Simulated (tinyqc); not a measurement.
MP2 on RHF in the 3-21g basis, for H2, spin multiplicity 1, step by step. Computed by tinyqc, a small Python program that keeps every step (integrals from PySCF). Settings: charge = 0, multiplicity = 1, basis = 3-21g, method = RHF, energy threshold = 1e-10, iteration cap = 72, orthogonalisation = symmetric, start = atomic densities, DIIS depth = 6. Command: `OMP_NUM_THREADS=1 python tinyqc.py 27411 27412 out.jsonl` (the two numbers bound the seeds that draw the settings). One thread of a shared host (Intel(R) Xeon(R) Processor @ 2.60GHz), about 0.07 s of CPU time with the checks. The early iterations of the SCF are left out here.

## One-electron integrals

Geometry (angstrom):
```
atom       x       y       z
H     0.0000  0.0000  0.0000
H     0.0000  0.0000  0.8490
```

Basis 3-21g: exponents (1/bohr^2) and contraction coefficients of normalised primitives:
```
element  l (shell)  exponent  coefficient
H            s (1)    5.4472       0.1563
H            s (1)    0.8245       0.9047
H            s (2)    0.1832       1.0000
```

Overlap, kinetic and nuclear-attraction integrals over the contracted functions; the nuclear repulsion is the sum of Za Zb / Rab.

nuclear repulsion = 0.623295 hartree

overlap S:
```
        1H 1s   1H 2s   2H 1s   2H 2s
1H 1s  1.0000  0.6459  0.3081  0.4376
1H 2s  0.6459  1.0000  0.4376  0.7900
2H 1s  0.3081  0.4376  1.0000  0.6459
2H 2s  0.4376  0.7900  0.6459  1.0000
```

kinetic energy T (hartree):
```
        1H 1s   1H 2s   2H 1s   2H 2s
1H 1s  1.5494  0.2932  0.0896  0.1469
1H 2s  0.2932  0.2748  0.1469  0.1830
2H 1s  0.0896  0.1469  1.5494  0.2932
2H 2s  0.1469  0.1830  0.2932  0.2748
```

nuclear attraction V (hartree):
```
         1H 1s    1H 2s    2H 1s    2H 2s
1H 1s  -2.3424  -1.1766  -0.6858  -0.8257
1H 2s  -1.1766  -1.2006  -0.8257  -1.0000
2H 1s  -0.6858  -0.8257  -2.3424  -1.1766
2H 2s  -0.8257  -1.0000  -1.1766  -1.2006
```

core Hamiltonian H = T + V (hartree):
```
         1H 1s    1H 2s    2H 1s    2H 2s
1H 1s  -0.7930  -0.8834  -0.5962  -0.6788
1H 2s  -0.8834  -0.9258  -0.6788  -0.8170
2H 1s  -0.5962  -0.6788  -0.7930  -0.8834
2H 2s  -0.6788  -0.8170  -0.8834  -0.9258
```

## Two-electron integrals

Functions are numbered as in S; the eight-fold symmetry (ij|kl) = (ji|kl) = (kl|ij) leaves the list below.

Two-electron integrals (ij|kl) in chemists' order, unique and non-zero (hartree):
```
(11|11) 1.1401   (21|11) 0.6114   (21|21) 0.3452   (22|11) 0.6264
(22|21) 0.3803   (22|22) 0.4830   (31|11) 0.2792   (31|21) 0.1598
(31|22) 0.1793   (31|31) 0.0988   (32|11) 0.2891   (32|21) 0.1760
(32|22) 0.2216   (32|31) 0.1161   (32|32) 0.1578   (33|11) 0.6052
(33|21) 0.3773   (33|22) 0.4936   (33|31) 0.2792   (33|32) 0.4063
(33|33) 1.1401   (41|11) 0.4063   (41|21) 0.2304   (41|22) 0.2557
(41|31) 0.1161   (41|32) 0.1309   (41|33) 0.2891   (41|41) 0.1578
(42|11) 0.4639   (42|21) 0.2837   (42|22) 0.3670   (42|31) 0.1508
(42|32) 0.1984   (42|33) 0.4639   (42|41) 0.1984   (42|42) 0.3014
(43|11) 0.3773   (43|21) 0.2340   (43|22) 0.3073   (43|31) 0.1598
(43|32) 0.2304   (43|33) 0.6114   (43|41) 0.1760   (43|42) 0.2837
(43|43) 0.3452   (44|11) 0.4936   (44|21) 0.3073   (44|22) 0.4167
(44|31) 0.1793   (44|32) 0.2557   (44|33) 0.6264   (44|41) 0.2216
(44|42) 0.3670   (44|43) 0.3803   (44|44) 0.4830
```

## Orthogonalisation

S = U s U^T; symmetric (Loewdin) form X = U s^(-1/2) U^T, so that X^T S X = 1.

eigenvalues of S: 0.1325  0.4391  0.7694  2.6590

X:
```
         1H 1s    1H 2s    2H 1s    2H 2s
1H 1s   1.2471  -0.4814  -0.0886   0.0442
1H 2s  -0.4814   1.7578   0.0442  -0.7938
2H 1s  -0.0886   0.0442   1.2471  -0.4814
2H 2s   0.0442  -0.7938  -0.4814   1.7578
```

## Iteration 5 (converged): orbitals

converged F (hartree):
```
         1H 1s    1H 2s    2H 1s    2H 2s
1H 1s   0.1537  -0.4672  -0.4795  -0.4719
1H 2s  -0.4672  -0.3412  -0.4719  -0.3940
2H 1s  -0.4795  -0.4719   0.1537  -0.4672
2H 2s  -0.4719  -0.3940  -0.4672  -0.3412
```

Diagonalise F' = X^T F X, C = X C', fill 1 alpha and 1 beta electrons from the bottom; D = 2 C_occ C_occ^T. Each column has its largest component positive (the first on a tie).

F' = X^T F X (hartree):
```
         1        2        3        4
1   0.7556  -0.6256  -0.3820  -0.1277
2  -0.6256   0.2760  -0.1277  -0.2298
3  -0.3820  -0.1277   0.7556  -0.6256
4  -0.1277  -0.2298  -0.6256   0.2760
```

orbital energies (hartree): MO1 -0.5610, MO2 0.2320, MO3 0.9809, MO4 1.4113

coefficients C:
```
          MO1      MO2      MO3      MO4
1H 1s  0.2733   0.1294   0.8318  -1.0067
1H 2s  0.3367   1.4020  -0.6685   1.1950
2H 1s  0.2733  -0.1294   0.8318   1.0067
2H 2s  0.3367  -1.4020  -0.6685  -1.1950
```

D after iteration 5:
```
        1H 1s   1H 2s   2H 1s   2H 2s
1H 1s  0.1494  0.1840  0.1494  0.1840
1H 2s  0.1840  0.2267  0.1840  0.2267
2H 1s  0.1494  0.1840  0.1494  0.1840
2H 2s  0.1840  0.2267  0.1840  0.2267
```

## Convergence

Stop when the energy changes by less than 1e-10 hartree and every element of the error matrix X^T (F D S - S D F) X is below 3e-06.

Course of the cycle:
```
iteration  E (hartree)     change  largest element of the error matrix
1            -0.784865          -                             1.05e-01
2            -1.114839  -3.30e-01                             1.73e-02
3            -1.115286  -4.47e-04                             2.10e-03
4            -1.115292  -6.70e-06                             5.66e-07
5            -1.115292  -3.95e-13                             2.44e-07
```

PySCF RHF in the same basis = -1.115292 hartree

Converged in 5 iterations.

## Integrals over molecular orbitals

(pq|rs) = sum C_ip C_jq C_kr C_ls (ij|kl), one index at a time.

one-electron integrals over orbitals h = C^T H C (hartree):
```
         1        2        3       4
1  -1.1776   0.0000  -0.1513  0.0000
2   0.0000  -0.5826   0.0000  0.2011
3  -0.1513   0.0000  -0.0053  0.0000
4   0.0000   0.2011   0.0000  0.2751
```

Two-electron integrals over orbitals (pq|rs), unique and non-zero (hartree):
```
(11|11) 0.6166    (21|21) 0.1004    (22|11) 0.4575    (22|22) 0.4154
(31|11) 0.1513    (31|22) 0.0630    (31|31) 0.1062    (32|21) -0.0047
(32|32) 0.0350    (33|11) 0.5462    (33|22) 0.4168    (33|31) 0.1298
(33|33) 0.5074    (41|21) -0.0807   (41|32) -0.0386   (41|41) 0.1203
(42|11) -0.1409   (42|22) -0.0657   (42|31) -0.0808   (42|33) -0.1163
(42|42) 0.0777    (43|21) -0.1090   (43|32) -0.0215   (43|41) 0.1278
(43|43) 0.1621    (44|11) 0.6283    (44|22) 0.4698    (44|31) 0.1902
(44|33) 0.5763    (44|42) -0.1693   (44|44) 0.7044
```

## Second-order Moller-Plesset energy

Hartree-Fock energy = -1.115292 hartree

E2 = sum_ijab (ia|jb) [2 (ia|jb) - (ib|ja)] / (e_i + e_j - e_a - e_b) over occupied i, j and virtual a, b; the opposite-spin part is (ia|jb)^2 / denominator, the rest is same-spin, and SCS-MP2 scales them by 6/5 and 1/3.

Terms:
```
i  j  a  b  (ia|jb)  (ib|ja)  denominator     term
1  1  2  2   0.1004   0.1004      -1.5860  -0.0064
1  1  4  4   0.1203   0.1203      -3.9446  -0.0037
1  1  3  3   0.1062   0.1062      -3.0837  -0.0037
1  1  4  2  -0.0807  -0.0807      -2.7653  -0.0024
1  1  2  4  -0.0807  -0.0807      -2.7653  -0.0024
```

Pair energies (hartree; pair i-j sums ij and ji):
```
pair  opposite spin  same spin
1-1         -0.0184          0
```

MP2 correlation energy = -0.018391 hartree

SCS-MP2 correlation energy = -0.022069 hartree

MP2 total energy = -1.133683 hartree
